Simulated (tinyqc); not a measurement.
Hydrogenic impurity: series, fields, screening, photoionisation and donor-acceptor pairs: one step, computed by the program tinyqc. Command: `OMP_NUM_THREADS=1 python tinyqc.py 3016519 3016520 out.jsonl hydrogenic walk`. One thread of a shared host (Intel(R) Xeon(R) Processor @ 2.30GHz), about 0.01 s of CPU time with the checks.

One isotropic, parabolic band. Effective units: Ry* and a*, in which H = -nabla^2 - 2/r.

Problem. Effective units and the series. Ry* = Ry m/eps^2, a* = a_0 eps/m; level n is bound by Ry*/n^2; <r> = (3/2) a* in 1s; lines 1s -> np at Ry* (1 - 1/n^2); 1 THz = 4.135667696 meV.

Inputs (values chosen for the exercise, for a model semiconductor): electron mass m = 0.0753 m_0; dielectric constant eps = 14.1.

Parts treated: screening and pairs.

Constants: Ry = 13.605693123 eV; a_0 = 0.529177210903 angstrom; h x 1 THz = 4.135667696 meV.

Give: Ry*; a*; <r> of 1s; Series.

Solution.

Ry* = 5.153 meV

a* = 99.09 angstrom

<r> of 1s = 148.6 angstrom

Series:
```
n  binding (meV)  line from 1s (meV)  line (THz)
2          1.288               3.865       0.935
3          0.573               4.581       1.108
4          0.322               4.831       1.168
5          0.206               4.947       1.196
```
